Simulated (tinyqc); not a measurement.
Inside a calculation. Model: ballistic Schottky-barrier transistor with a one-dimensional channel, WKB contacts.

Numbers from tinyqc (`OMP_NUM_THREADS=1 python tinyqc.py 2390030 2390031 out.jsonl`; about 0.05 s on one thread of a shared Intel Xeon 2.30GHz). Printed values are rounded.

Source Fermi level 0, drain Fermi level -Vd. Far from the contacts Ec = pn - psi, and the gate moves psi one to one; the band edges relax as exp(-x/lam) from pn at the source and pn - Vd at the drain; Ev = Ec - Eg. A carrier of energy w inside the channel band meets at a contact a barrier of height D (the contact edge beyond the channel edge): T = 1 for w >= D, else exp(-S), S = 4 lam sqrt(m/C) [sqrt(D - w) - sqrt(w) arctan sqrt((D - w)/w)], C = hbar^2/(2 m0). The two contacts combine as Ts Td/(Ts + Td - Ts Td).

Inputs (values chosen for the exercise); channel values close to those of a silicon nanowire with silicide contacts:
```
symbol  value  unit                                        meaning
T         350     K                                    temperature
Eg       1.12    eV                                       band gap
pn       0.69    eV         barrier for electrons at both contacts
mn        0.2    m0                                  electron mass
mp       0.26    m0                                      hole mass
g           2                                  valleys or subbands
lam       4.8    nm               screening length at the contacts
Vd        0.3     V                                     drain bias
ps       0.48     V      band shift psi of the channel by the gate
w0       0.26    eV  energy of one carrier inside the channel band
wm       0.69    eV                          upper end of the grid
nE         17                                   points of the grid
```

Constants: q = 1.602176634e-19 C, kB = 1.380649e-23 J/K, hbar = 1.054571817e-34 J s, h = 6.62607015e-34 J s, m0 = 9.1093837015e-31 kg, Vt = kB T/q, hbar^2/(2 m0) = 0.0380998212 eV nm^2. Results are converted to the units shown.

Range of the model: No scattering, image-force lowering, channel charge or band-to-band tunnelling; parabolic kappa overstates S deep in the gap.

## Band edges and barriers

Electrons: Ds = psi, Dd = psi - Vd, Es = Ec, Ed = Ec + Vd. Holes: Ds = -psi, Dd = Vd - psi, Es = -Ev, Ed = -Ev - Vd. The size of each current is taken; both flow from drain to source and add.

Ec = 0.21 eV
Ev = -0.91 eV
D for electrons (eV): source 0.480000, drain 0.180000
D for holes (eV): source -0.480000, drain -0.180000

A negative D is no barrier. Here the electrons carry the larger current.

## Transmission of one of the electrons

S and T at both contacts for w = w0, and the tunnelling distance lam ln(D/w) at the higher barrier.

S at the source = 3.95190
S at the drain = 0
combined T = 0.0192182
tunnelling distance = 2.94290 nm

## Current of the electrons on a coarse grid

I = g (2 q^2/h) int T(w) [f(Es + w) - f(Ed + w)] dw, f(y) = 1/(1 + exp(y/Vt)). Electrons: Ds = psi, Dd = psi - Vd, Es = Ec, Ed = Ec + Vd. Holes: Ds = -psi, Dd = Vd - psi, Es = -Ev, Ed = -Ev - Vd. The size of each current is taken; both flow from drain to source and add. Simpson's rule on nE equally spaced w from 0 to wm.

```
point,w (eV),Ts,Td,T,size of the supply difference
0,0.000000,5.80645e-14,7.84483e-9,5.80641e-14,9.45587e-4
1,0.043125,2.49280e-8,0.00136337,2.49275e-8,2.26486e-4
2,0.086250,2.33979e-6,0.0472055,2.33968e-6,5.42180e-5
3,0.129375,5.37552e-5,0.348871,5.37498e-5,1.29774e-5
4,0.172500,5.87474e-4,0.947607,5.87455e-4,3.10613e-6
5,0.215625,0.00394170,1,0.00394170,7.43445e-7
6,0.258750,0.0184606,1,0.0184606,1.77941e-7
7,0.301875,0.0649307,1,0.0649307,4.25896e-8
8,0.345000,0.179133,1,0.179133,1.01937e-8
9,0.388125,0.396913,1,0.396913,2.43982e-9
10,0.431250,0.709633,1,0.709633,5.83963e-10
11,0.474375,0.987135,1,0.987135,1.39770e-10
12,0.517500,1,1,1,3.34534e-11
13,0.560625,1,1,1,8.00696e-12
14,0.603750,1,1,1,1.91644e-12
15,0.646875,1,1,1,4.58693e-13
16,0.690000,1,1,1,1.09787e-13
```

current = 1.00419e-7 uA

A converged quadrature gives 1.004e-7 uA; this grid is within 0.01 % of that. 0.540 % of it passes over both barriers, the rest tunnels. The other carrier adds 7.69e-9 uA.
